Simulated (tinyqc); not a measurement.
From single traps to 1/f noise.

4 half-filled traps with time constants tau_j = 3.1e-8 s times 10^(2 j), j = 0..3, each shift the threshold by a = 0.5 uV when filled and give the Lorentzian a^2 tau/(1 + (2 pi f tau)^2). For time constants spread evenly in ln tau the sum tends to a^2/(4 f ln(10^2)). slope = d ln S/d ln f.

From single traps to 1/f noise:
```
f (Hz),S (uV^2/Hz),1/f limit (uV^2/Hz),slope,j of the largest term
0.01,0.007828,1.357,-7.512e-6,3
0.1,0.007825,0.1357,-7.509e-4,3
1,0.007545,0.01357,-0.07235,3
30,2.985e-4,4.524e-4,-1.437,3
1000,1.715e-5,1.357e-5,-1.516,2
30000,6.084e-7,4.524e-7,-0.5587,1
1e6,9.525e-9,1.357e-8,-0.4883,0
1e7,1.637e-9,1.357e-9,-1.588,0
1e8,2.058e-11,1.357e-10,-1.995,0
```

Below the slowest trap (1/(2 pi tau) = 5.1 Hz) the spectrum is flat, slope 0.00 in the first row; above the fastest (5.1e6 Hz) the slope tends to -2 (-1.99 in the last row). In between, at 30, 1000 and 30000 Hz, the slopes are -1.44, -1.52 and -0.56, and S is 26 % above the 1/f limit at 1000 Hz.

Numbers from tinyqc (`OMP_NUM_THREADS=1 python tinyqc.py 2150066 2150067 out.jsonl`; about 0.01 s on one thread of a shared Intel Xeon 2.30GHz).
